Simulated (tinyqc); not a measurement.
Three-band tight binding of a dichalcogenide monolayer, step by step. Values are carried at full precision from step to step, so a last printed digit may differ when a step is redone from the rounded ones.

Basis dz2, dxy, dx2-y2 on a triangular lattice, nearest neighbours; alpha = kx a/2, beta = sqrt3 ky a/2. h0 = e1 + 2 t0 (cos 2alpha + 2 cos alpha cos beta); h1 = -2 sqrt3 t2 sin alpha sin beta + 2i t1 (sin 2alpha + sin alpha cos beta); h2 = 2 t2 (cos 2alpha - cos alpha cos beta) + 2i sqrt3 t1 cos alpha sin beta; h11 = e2 + 2 t11 cos 2alpha + (t11 + 3 t22) cos alpha cos beta; h22 = e2 + 2 t22 cos 2alpha + (3 t11 + t22) cos alpha cos beta; h12 = sqrt3 (t22 - t11) sin alpha sin beta + 4i t12 sin alpha (cos alpha - cos beta) + i lam sz. H = [[h0, h1, h2], [., h11, h12], [., ., h22]], Hermitian; the lowest band of each spin is filled. K = (4 pi/3a, 0), M = (pi/a, pi/(sqrt3 a)).

Inputs chosen for the exercise (near a published set for monolayer MoS2; the results hold for these values, not for the real material): a = 3.195 angstrom (lattice constant); e1 = 1.043 eV (level of dz2); e2 = 2.126 eV (level of dxy and dx2-y2); t0 = -0.185 eV (hopping); t1 = 0.398 eV (hopping); t2 = 0.498 eV (hopping); t11 = 0.215 eV (hopping); t12 = 0.334 eV (hopping); t22 = 0.056 eV (hopping); lam = 0.072 eV (spin-orbit constant); sz = 1 (spin); k = (1.14, 0.44) 1/angstrom (wave vector).

## H at one k

Form alpha, beta and the matrix.

alpha, beta (rad): 1.82115  1.21746

H (eV), lower triangle (Hermitian):
```
                    z2               xy   x2-y2
z2              1.4310
xy     -1.5681+0.1153i           1.7160
x2-y2  -0.7883+0.3205i  -0.2503+0.6966i  1.9677
```

## Levels and weights

Diagonalise H.

levels (eV): -0.4437  2.1843  3.3741

weights:
```
       band 1  band 2  band 3
z2      0.464   0.143   0.393
xy      0.378   0.179   0.442
x2-y2   0.157   0.678   0.165
```

## Closed forms at K and Gamma

Three-band model of dz2 (level e1) and dxy, dx2-y2 (level e2), spin sz = +/-1; t1 and t2 drop out at these points. At K: e2 - (3/2)(t11 + t22) - 3 sqrt3 t12 + lam sz (valence), e1 - 3 t0 (conduction), e2 - (3/2)(t11 + t22) + 3 sqrt3 t12 - lam sz. At Gamma: e1 + 6 t0 (valence) and e2 + 3 (t11 + t22) -/+ lam.

Levels (eV):

| point | band 1 | band 2 | band 3 |
|---|---|---|---|
| K, spin up | 0.0560 | 1.5980 | 3.3830 |
| K, spin down | -0.0880 | 1.5980 | 3.5270 |
| Gamma | -0.0670 | 2.8670 | 3.0110 |

smallest direct gap at K = 1.5420 eV
Ev(K) - Ev(Gamma) = 0.1230 eV

Of the two points, the valence band is higher at K, by 123 meV. The dz2 conduction state at K has no atomic orbital angular momentum (Lz = 0) and is not split at this order.

## Bands for both spins

The two lowest bands at the points named.

Levels (eV):

| k | v, up | c, up | v, down | c, down |
|---|---|---|---|---|
| G | -0.0670 | 2.8670 | -0.0670 | 2.8670 |
| G-K 0.25 | -0.2350 | 2.7867 | -0.2473 | 2.8394 |
| G-K 0.5 | -0.4616 | 2.7922 | -0.5145 | 2.9023 |
| G-K 0.6 | -0.4740 | 2.7908 | -0.5438 | 2.7548 |
| G-K 0.75 | -0.3307 | 2.2825 | -0.4268 | 2.2442 |
| G-K 0.9 | -0.0441 | 1.7456 | -0.1738 | 1.7330 |
| K | 0.0560 | 1.5980 | -0.0880 | 1.5980 |
| K-M 0.5 | -0.3068 | 2.0721 | -0.3935 | 2.0447 |
| M | -0.5189 | 2.1719 | -0.5189 | 2.1719 |
| M-G 0.5 | -0.4172 | 2.5518 | -0.4172 | 2.5518 |

The spins are degenerate from M to Gamma, since a vertical mirror plane holds this line and flips sz, and the valence splitting is largest at K (144 meV). The lowest conduction level listed is at K. With nearest neighbours alone the model is made for the neighbourhood of K.

## Checks

- Closed forms at K against the matrix: they agree to 1e-10 or better.

Computed by tinyqc, a small Python program: `OMP_NUM_THREADS=1 python tinyqc.py 1451547 1451548 out.jsonl` (the numbers bound the seed that draws the inputs); one thread of a shared host (Intel(R) Xeon(R) Processor @ 2.30GHz), about 0.02 s for the whole set of steps.
